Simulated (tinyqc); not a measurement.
Single-band model of a thermoelectric material. Changing the temperature T. Computed by tinyqc, a small Python program. Command: `OMP_NUM_THREADS=1 python tinyqc.py 3019534 3019535 out.jsonl thermo sweep`. One thread of a shared host (Intel(R) Xeon(R) Processor @ 2.30GHz), about 0.03 s of CPU time with the checks.

One spherical band, one scattering law, no minority carriers and no phonon drag. In a real material minority carriers limit |S| to about E_g/(2 e T), so larger values are formal. eta = E_F/(k_B T) is counted from the band edge; f = 1/(1 + exp(x - eta)).

Inputs (values chosen for the exercise, for a model material):
```
quantity,value,unit
density-of-states mass m,0.15,m_0
mobility parameter mu_300,1000,cm^2/(V s)
temperature exponent p,1.5,-
lattice thermal conductivity kappa_L,0.64,W/(m K)
carrier density n,5.6e+17,1/cm^3
```

Band: parabolic. Scattering: acoustic phonons, r = -0.5.

Constants: m_0 = 9.1093837015e-31 kg; k_B = 1.380649e-23 J/K; hbar = 1.054571817e-34 J s; k_B = 8.617333262e-05 eV/K; e = 1.602176634e-19 C.

Method:
- With x = E/(k_B T), a = alpha k_B T (0 for a parabolic band), G = x (1 + a x), D = 1 + 2 a x and <y> = int y f (1 - f) dx, f = 1/(1 + exp(x - eta)): tau = tau_0 G^r/D; transport function s = G^(3/2 + r)/D^2; n = N_0 <G^(3/2)> with N_0 = (2 m k_B T)^(3/2)/(3 pi^2 hbar^3).
- Integrals over x = E/(k_B T) use 160 Gauss-Legendre points in u = sqrt(x) from 0 to sqrt(max(eta, 0) + 32).
- Solve for eta.
- sigma = e mu_0 N_0 <s> with mu_0 = e tau_0/m = mu_300 (T/300 K)^(-p); |S| = (k_B/e)(<x s>/<s> - eta); Lorenz number L = (k_B/e)^2 (<x^2 s>/<s> - (<x s>/<s>)^2); kappa_e = L sigma T; zT = S^2 sigma T/(kappa_L + kappa_e).
- Hall factor r_H = <G^(3/2)> <G^(3/2 + 2r)/D^4>/<s>^2; drift mobility sigma/(n e) with n = N_0 <G^(3/2)>; power factor S^2 sigma.

One run for each value:
```
temperature T (K),Seebeck coefficient |S| (microvolt/K),conductivity sigma (S/cm),zT,reduced Fermi level eta,kappa_e (W/(m K))
405,296.61,41.576,0.22252,-1.3206,0.025747
472,315.79,33.271,0.23590,-1.5679,0.023875
540,332.75,27.322,0.24665,-1.7823,0.022338
608,347.76,22.952,0.25530,-1.9694,0.021064
742,373.08,17.107,0.26807,-2.2803,0.019081
810,384.27,15.024,0.27299,-2.4161,0.018267
878,394.56,13.332,0.27714,-2.5405,0.017549
945,403.97,11.953,0.28061,-2.6536,0.016919
1010,412.49,10.828,0.28350,-2.7557,0.016367
```

Give the missing row, temperature T (K) = 675.

Computed row; columns: (1) temperature T (K); (2) Seebeck coefficient |S| (microvolt/K); (3) conductivity sigma (S/cm); (4) zT; (5) reduced Fermi level eta; (6) kappa_e (W/(m K)):
```
(1)     (2)     (3)      (4)      (5)       (6)
675  361.04  19.674  0.26228  -2.1330  0.019999
```

Interpolating between the two neighbouring rows (linearly) misses most in conductivity sigma (S/cm), by 1.8 %. Over the rows, Seebeck coefficient |S| (microvolt/K) rises from 297 to 412 (exponent d ln y / d ln x 0.41 between the first rows and 0.31 between the last); conductivity sigma (S/cm) falls from 41.6 to 10.8 (exponent d ln y / d ln x about -1.5 throughout); zT rises from 0.223 to 0.283 (exponent d ln y / d ln x 0.38 between the first rows and 0.15 between the last). kappa_L is held fixed and minority carriers are absent, so the loss of S and zT to minority carriers at high T is missing.
